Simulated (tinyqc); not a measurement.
# Energy and delay of logic against supply voltage, step by step

Numbers from tinyqc (`OMP_NUM_THREADS=1 python tinyqc.py 2082002 2082003 out.jsonl`; about 0.01 s on one thread of a shared Intel Xeon 2.30GHz). Printed values are rounded.

One expression serves below and above threshold: I(Vg) = Ik [ln(1 + exp((Vg - VT + dd V)/(al nf Vt)))]^al, with I_on = I(V) and I_off = I(0). Gate delay td = kd C V/I_on, clock period LD td. Per gate and cycle the switching energy is act C V^2 and the leakage energy I_off V LD td. No short-circuit current, no variation. Minima are sought above 0.09 V; below a few Vt gates no longer switch and the model has no meaning.

Parameters, values chosen for the exercise; values of the order met in logic technologies:
- T = 330 K (temperature)
- VT = 0.37 V (threshold voltage at zero drain bias)
- nf = 1.09 (slope factor)
- dd = 0.04 (barrier lowering per volt of supply)
- Ik = 1.1 uA (specific current of a gate)
- al = 1.88 (exponent of the current law)
- C = 3.2 fF (load capacitance of a gate)
- kd = 1 (delay factor)
- LD = 12 (logic depth)
- act = 0.1 (activity factor)
- V = 0.96 V (supply voltage)

Constants: q = 1.602176634e-19 C, kB = 1.380649e-23 J/K, Vt = kB T/q. Results are converted to the units shown.

Range of the model: At a supply of a few Vt gates lose their noise margin, and variation, left out here, decides whether they work.

## Currents, delay and energies

I_on, I_off, td, clock frequency 1/(LD td), both energies and their sum.

I_on = 96.1596 uA
I_off = 0.0247713 nA
td = 31.9469 ps
clock frequency = 2.60849 GHz
switching energy = 294.912 aJ
leakage energy = 0.00911653 aJ
energy = 294.921 aJ

I_on/I_off = 3.88e6; leakage makes up 0.00309 % of the energy.

## Starting value

V = 0.13 V.

V at the start = 0.13 V

## Iteration 1: new V

Minimum-energy supply: E(V) is the energy per gate and cycle; with h = 0.001 V, E' = (E(V + h) - E(V - h))/(2 h), E'' = (E(V - h) - 2 E(V) + E(V + h))/h^2, V(new) = V - E'/E''.

E' = -81.5749 aJ/V
E'' = 2248.07 aJ/V^2
V after iteration 1 = 0.166287 V

## Iteration 2: new V

As before.

E' = 5.69899 aJ/V
E'' = 2301.36 aJ/V^2
V after iteration 2 = 0.163810 V

## Course of the iteration

Stop when the step is below 1e-9 V, or after 40 iterations.

Course of the iteration:

| iteration | V before the step (V) | step (V) |
|---|---|---|
| 1 | 0.13 | 0.0363 |
| 2 | 0.166287 | -2.48e-3 |
| 3 | 0.163810 | 1.89e-5 |
| 4 | 0.163829 | 1.37e-9 |
| 5 | 0.163829 | 2.36e-14 |

Converged in 5 iterations. There leakage makes up 38.5 % of the energy and the clock runs at 0.271 MHz.
